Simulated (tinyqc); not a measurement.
Overlap of hydrogenic dopants: pairs, impurity band and the Mott density: one step. The impurity band at this density. Two cases, with inputs chosen for the exercise.

Problem. Form R/aB, t, B = 2 z t and N^(1/3) aB. Two estimates of the gap between the Hubbard bands: u - B (rigid bands, closing at B = u) and the Hubbard-III rule, which closes at B = (2/sqrt3) u; give B/u.

Ry* = Ry m/eps^2, aB = a0 eps/m. For 1s orbitals a distance rho = R/aB apart, in Ry*: overlap S = exp(-rho)(1 + rho + rho^2/3), J = (2/rho)(1 - (1 + rho) exp(-2 rho)) (attraction to the other ion), Kx = 2 (1 + rho) exp(-rho) (exchange of one electron). One electron on a pair has E = -1 - (J +/- Kx)/(1 +/- S), without the repulsion 2/rho of the ions. Hopping after orthogonalisation: t = (Kx - S J)/(1 - S^2), half the splitting. Dopants on a lattice with z neighbours, n = 1/R^3 (simple cubic), give a band of width B = 2 z t, as on any lattice of two interpenetrating sublattices. Valleys, central cells and disorder are left out.

Case 1.

Values chosen (out of a larger set: an isotropic mass and dielectric constant of the size used for donors in Ge; not measured data):
- N = 0.0094 1/aB^3 (dopant density)
- z = 6 (neighbours in the dopant lattice)
- u = 0.945 Ry* (cost of a second electron on one dopant)

Ry* = 6.80285 meV

Case 2.

Values chosen (out of a larger set: an isotropic mass and dielectric constant of the size used for donors in Si; not measured data):
- N = 0.0074 1/aB^3 (dopant density)
- z = 6 (neighbours in the dopant lattice)
- u = 0.945 Ry* (cost of a second electron on one dopant)

Ry* = 33.29186 meV

Give: R/aB; t; B; N^(1/3) aB; B/u.

Solution.

Case 1.

R/aB = 4.7383
t = 0.05233 Ry*

B: in Ry* 0.628, in meV 4.272

N^(1/3) aB = 0.2110
B/u = 0.665

Case 2.

R/aB = 5.1316
t = 0.03842 Ry*

B: in Ry* 0.461, in meV 15.349

N^(1/3) aB = 0.1949
B/u = 0.488

Both rules leave a gap: an insulator at T = 0. Mott's screening rule, N^(1/3) aB = 0.26, puts this density on the insulating side.

Computed by tinyqc, one run a case: `OMP_NUM_THREADS=1 python tinyqc.py N N+1 out.jsonl` with N = 1482664, 1482721; one thread of a shared Intel(R) Xeon(R) Processor @ 2.30GHz, about 0.01 s a run at most.
